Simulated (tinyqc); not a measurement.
# From one set of inputs to another, one input at a time

Model: defect equilibria of an oxide against oxygen pressure (mass action). Computed by tinyqc, a small Python program. Command: `OMP_NUM_THREADS=1 python tinyqc.py 3023167 3023168 out.jsonl brouwer ladder`. One thread of a shared host (Intel(R) Xeon(R) Processor @ 2.30GHz), about 0.02 s of CPU time with the checks.

Defects: oxygen vacancies V (charge +2), electrons n, holes p, the ionic partner X = O_i'' (charge -2), and the dopant. Activities are taken equal to concentrations.

The inputs printed are set A. Inputs not listed in the table keep their values of set A, so the rows need not describe a real material.

Inputs (values chosen for the exercise, for a model oxide):

| quantity | value | unit |
|---|---|---|
| reduction enthalpy H_r | 3.97 | eV |
| prefactor K_r0 | 3.6e+68 | cm^-9 atm^(1/2) |
| gap E_g | 3.95 | eV |
| prefactor N_c N_v | 9.2e+42 | cm^-6 |
| disorder enthalpy H_s | 3.26 | eV |
| prefactor K_s0 | 1.1e+45 | cm^-6 |
| dopant density N_d | 1.1e+17 | cm^-3 |
| temperature T | 1300 | K |
| oxygen pressure P | 2e-08 | atm |
| electron mobility mu_n | 2.8 | cm^2/(V s) |
| hole mobility mu_p | 0.23 | cm^2/(V s) |
| vacancy diffusion prefactor D_0 | 0.014 | cm^2/s |
| vacancy migration energy E_m | 1 | eV |

Ionic disorder: anion Frenkel. Dopant (singly charged, fully ionised): donor.

Constants: k_B = 8.617333262e-05 eV/K; e = 1.602176634e-19 C.

Method:
- K_r = K_r0 exp(-H_r/k_B T) = [V] n^2 P^(1/2); K_i = N_c N_v exp(-E_g/k_B T) = n p; K_s = K_s0 exp(-H_s/k_B T) = [X] [V].
- Neutrality: 2 [V] + p + N_d = n + 2 [X]. With n as the unknown, [V] = K_r/(n^2 P^(1/2)), p = K_i/n, [X] = K_s/[V]; the log ratio is ln(positive/negative).
- The root is found by 60 bisections in ln n between n = 1e-10 and 1e25 cm^-3.
- sigma_n = e n mu_n, sigma_p = e p mu_p, sigma_ion = 2 e [V] mu_V with mu_V = 2 e D/(k_B T) and D = D_0 exp(-E_m/k_B T); only the oxygen vacancies carry ionic current, and the ionic transport number is sigma_ion over the total.

Each row keeps all changes above it:

| input moved | from | to | [X] (cm^-3) | total conductivity (S/cm) | ionic transport number |
|---|---|---|---|---|---|
| set A | - | - | 3.9934e+13 | 5.73 | 1.1754e-05 |
| disorder enthalpy H_s (eV) | 3.26 | 2.89 | 1.0857e+15 | 5.73 | 1.1756e-05 |
| vacancy migration energy E_m (eV) | 1 | 0.59 | 1.0857e+15 | 5.74 | 4.5659e-04 |
| dopant density N_d (cm^-3) | 1.1e+17 | 4.2e+17 | 1.1035e+15 | 5.78 | 4.4555e-04 |
| oxygen pressure P (atm) | 2e-08 | 3e-16 | 5.3669e+13 | 115.26 | 4.5972e-04 |
| reduction enthalpy H_r (eV) | 3.97 | 4.94 | 9.8001e+14 | 6.49 | 4.4716e-04 |
| gap E_g (eV) | 3.95 | 2.73 | 9.8001e+14 | 6.49 | 4.4716e-04 |
| prefactor K_r0 (cm^-9 atm^(1/2)) | 3.6e+68 | 9.8e+71 | 6.8924e+13 | 89.79 | 4.5950e-04 |

[X] goes from 3.99e13 to 6.89e13, a factor 1.73 in all. The largest single move comes from disorder enthalpy H_s (a factor 27.2), and oxygen pressure P works against it (a factor 0.0486). Total conductivity goes from 5.73 to 89.8, a factor 15.7 in all. The largest single move comes from oxygen pressure P (a factor 19.9), and reduction enthalpy H_r works against it (a factor 0.0563). Ionic transport number goes from 1.18e-5 to 4.60e-4, a factor 39.1 in all. The largest single move comes from vacancy migration energy E_m (a factor 38.8). The single moves hold for this order of the switches; the total does not depend on the order.

Caution (rows oxygen pressure P, prefactor K_r0): one of n, p, [V] and [X] is above 2e20 cm^-3, near 1 % of the sites of a usual oxide, where defects associate and the ideal mass-action laws fail.

Extremes, crossings and ranges named in words are read from the listed rows.
